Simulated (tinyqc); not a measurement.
Comparisons within one model: donors on two lattice sites with valley-orbit split states. A value that a table varies takes the place of the one given here.

Each donor binds at most one electron, in any of its states. For a site s, W_s = sum over its states of g exp(E/kT), and the ionised share is 1/(1 + W_s exp(eta)), eta = (EF - Ec)/kT; n = Nc F_1/2(eta); neutrality n + NA = ND x (mean ionised share, the two sites in equal numbers); holes are neglected. Nc from N = 2 (m kB T/(4 pi c))^(3/2) with c = hbar^2/2m0, in 1/angstrom^3; times 1e24 for 1/cm^3, m = md. F_j(eta) = (1/Gamma(j + 1)) integral_0^infinity x^j dx/(1 + exp(x - eta)), which tends to exp(eta) for eta << 0.

Mobility (Caughey-Thomas form): mu = mu0 + (mu1 (T/300)^(-ga) - mu0)/(1 + ((ND + NA)/Nr)^de); rho = 1/(e n mu), e = 1.602176634e-19 C.

Constants: hbar^2/2m0 = 3.80998211 eV angstrom^2; kB = 8.617333262e-05 eV/K.

Values chosen for the exercise (near those of nitrogen in 4H-SiC; not measured data):
- md = 0.827 m0 (density-of-states mass of the conduction band)
- E = (64.7, 56.5, 118.5, 77.5) meV (binding energies of h ground, h excited, k ground, k excited)
- g = (2, 4, 2, 4) (their degeneracies with spin)
- ND = 1.5e+16 1/cm^3 (donors, half on each site)
- NA = 0 1/cm^3 (compensating acceptors, all ionised)
- T = 350 K
- mu0 = 41 cm^2/(V s) (mobility at heavy doping)
- mu1 = 949 cm^2/(V s) (mobility at light doping and 300 K)
- Nr = 1.7e+17 1/cm^3 (reference doping)
- de = 0.61 (doping exponent)
- ga = 2.4 (temperature exponent)

## What the excited states change

The last columns keep only the ground state of each site (g = 2).

Results:

| T (K) | effective degeneracy, h site | eta | n (1/cm^3) | n, ground states only | ratio |
|---|---|---|---|---|---|
| 40 | 2.37 | -12.22 | 4.53e+12 | 4.93e+12 | 0.919 |
| 60 | 2.82 | -9.49 | 1.27e+14 | 1.51e+14 | 0.844 |
| 80 | 3.22 | -8.25 | 6.80e+14 | 8.52e+14 | 0.799 |
| 110 | 3.68 | -7.42 | 2.50e+15 | 3.16e+15 | 0.792 |
| 150 | 4.12 | -7.12 | 5.42e+15 | 6.26e+15 | 0.867 |
| 200 | 4.49 | -7.05 | 8.93e+15 | 9.61e+15 | 0.929 |
| 250 | 4.73 | -7.10 | 1.19e+16 | 1.25e+16 | 0.949 |
| 300 | 4.91 | -7.25 | 1.35e+16 | 1.39e+16 | 0.967 |
| 400 | 5.15 | -7.60 | 1.45e+16 | 1.47e+16 | 0.986 |
| 500 | 5.31 | -7.92 | 1.48e+16 | 1.49e+16 | 0.993 |

How do the results move?

The effective degeneracy grows from 2.37 to 5.31. Excited states hold electrons back, so the ratio is never above 1; it is lowest, 0.792, at 110 K of those listed, and 0.967 at 300 K. At low T the excited states empty out, and at high T more donors are ionised (n is 99 % of ND - NA in the last row), so the effect is largest in between.

## Ionisation and resistivity against doping

NA = 0.

Results:

| ND (1/cm^3) | n (1/cm^3) | n/ND | mu (cm^2/(V s)) | rho (ohm cm) | rho at full ionisation |
|---|---|---|---|---|---|
| 1.0e+14 | 1.00e+14 | 1.000 | 649 | 96.2 | 96.2 |
| 1.0e+15 | 9.96e+14 | 0.996 | 630 | 9.95 | 9.91 |
| 1.0e+16 | 9.62e+15 | 0.962 | 563 | 1.15 | 1.11 |
| 3.0e+16 | 2.71e+16 | 0.902 | 497 | 0.464 | 0.418 |
| 1.0e+17 | 7.72e+16 | 0.772 | 398 | 0.203 | 0.157 |
| 3.0e+17 | 1.82e+17 | 0.605 | 296 | 0.116 | 0.0704 |
| 1.0e+18 | 4.18e+17 | 0.418 | 197 | 0.0759 | 0.0317 |
| 2.0e+18 | 6.48e+17 | 0.324 | 153 | 0.0630 | 0.0204 |

What can be read from the table?

From 1e16 to 1e18 1/cm^3 rho falls by a factor 15.2, not 100: the mobility takes a factor 2.86 and incomplete ionisation 2.30. n/ND is below 0.9 from 1e+17 1/cm^3 on. Near 1e19 1/cm^3 and above the levels merge with the band, and already below that screening lowers the binding energy, so the last rows understate n.

## Compensation sets the slope of the freeze-out

NA = K ND. The slope energy is -d ln(n T^(-p))/d(1/kT) between 50 and 60 K, with p = 3/4 for K = 0 and p = 3/2 otherwise.

Results:

| K | n(50 K) (1/cm^3) | n(60 K) (1/cm^3) | slope energy (meV) |
|---|---|---|---|
| 0 | 3.33e+13 | 1.27e+14 | 31.12 |
| 0.0010 | 2.67e+13 | 1.20e+14 | 31.84 |
| 0.010 | 6.96e+12 | 7.21e+13 | 53.37 |
| 0.050 | 1.34e+12 | 1.93e+13 | 61.90 |
| 0.20 | 2.23e+11 | 3.30e+12 | 62.53 |
| 0.50 | 3.30e+08 | 1.44e+10 | 90.53 |

What does this show, and why?

Without acceptors the slope is 31.12 meV, against half the h-site ground-state energy, 32.35; with K = 0.05 it is 61.90 meV, against the full 64.7. The full energy (less a few meV where excited levels lie within a few kT) shows where n is far below NA, since the acceptors then hold EF near the donor level: n(60 K)/NA is 8 for K = 0.001 and 0.026 for K = 0.05; for K = 0.001 the sample is still in or near the uncompensated regime, where p = 3/2 is the wrong power, so that slope means little. At K = 0.5 the acceptors have taken as many electrons as there are h sites, EF sits between the two levels, and the slope is 90.5 meV against their mean of 91.6.

## What moves the carrier density

All results formed anew. Each row changes one parameter from the base and keeps the others.

Results:

| case | eta | n (1/cm^3) | rho (ohm cm) |
|---|---|---|---|
| base | -7.425 | 1.418e+16 | 0.8125 |
| E = (69.7, 56.5, 118.5, 77.5) meV | -7.425 | 1.417e+16 | 0.8133 |
| md = 0.91 m0 | -7.561 | 1.428e+16 | 0.8070 |
| ND = 3e+16 1/cm^3 | -6.778 | 2.706e+16 | 0.4639 |
| NA = 1.5e+15 1/cm^3 | -7.530 | 1.276e+16 | 0.9124 |
| T = 380 K | -7.532 | 1.441e+16 | 0.9710 |
| Nr = 3.4e+17 1/cm^3 | -7.425 | 1.418e+16 | 0.7643 |

What can be read from the table?

The largest shifts from the base row, up to three for each result and ties (the steps differ in size, so this ranks the rows, not the parameters). eta: ND +0.646, md -0.137, T -0.107; unchanged at the printed digits by E and Nr. n (1/cm^3): ND +1.29e+16, NA -1.42e+15, T +2.30e+14; unchanged at the printed digits by Nr. rho (ohm cm): ND -0.349, T +0.159, NA +0.0999.

Run: tinyqc, `OMP_NUM_THREADS=1 python tinyqc.py 1651631 1651632 out.jsonl`; Intel(R) Xeon(R) Processor @ 2.30GHz, one thread, shared host; about 0.01 s of CPU time with all checks.
